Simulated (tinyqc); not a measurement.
Inside a calculation. Method: one-electron ion in a basis of Gaussians. One step of it, computed by the program tinyqc.

Problem. Generalised eigenproblem. Solve H C = S C e through S^(-1/2); each column has its largest component positive (the first on a tie).

H = T + V (hartree), lower triangle:
```
           1           2          3          4
1  -8.660670
2  -9.627531  -10.608188
3  -9.709124  -11.365590  -5.400498
4  -8.775447  -13.097103  -3.996525  29.074436
```

S, lower triangle:
```
          1         2         3         4
1  1.000000
2  0.808245  1.000000
3  0.469112  0.808307  1.000000
4  0.229857  0.469205  0.808346  1.000000
```

Give: eigenvalues of S; eigenvalues; coefficients.

Solution.

eigenvalues of S: 0.035  0.209  0.927  2.829

eigenvalues (hartree): -12.384  -0.380  26.844  124.150

coefficients:
```
       1       2       3       4
1  0.313   1.660  -1.141   0.555
2  0.527  -1.414   2.730  -1.764
3  0.182   0.053  -2.061   2.926
4  0.111  -0.124   0.063  -2.106
```

For Z = 5 and l = 0 the exact lowest level is -Z^2/(2 n^2) with n = l + 1: -12.500000 hartree.
